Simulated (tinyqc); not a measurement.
# Area and perimeter leakage from two diodes

Inverse problem. A square diode and a finger diode leak I = JA area + JP perimeter. Find JA, JP and the side of the square at which both parts are equal.

areas (um^2): 10000  35000
perimeters (um): 400  14350
leakage currents (pA): 0.552  10.090500

Solution. Two linear equations give JA and JP; for a square of side a, JA a^2 = 4 JP a at a = 4 JP/JA.

JA = 3.00e-9 A/cm^2
JP = 6.30e-12 A/cm
side for equal parts = 84.0 um

Computed by the program tinyqc: `OMP_NUM_THREADS=1 python tinyqc.py 2290135 2290136 out.jsonl`, one thread of a shared Intel Xeon 2.30GHz, about 0.01 s for the whole run.
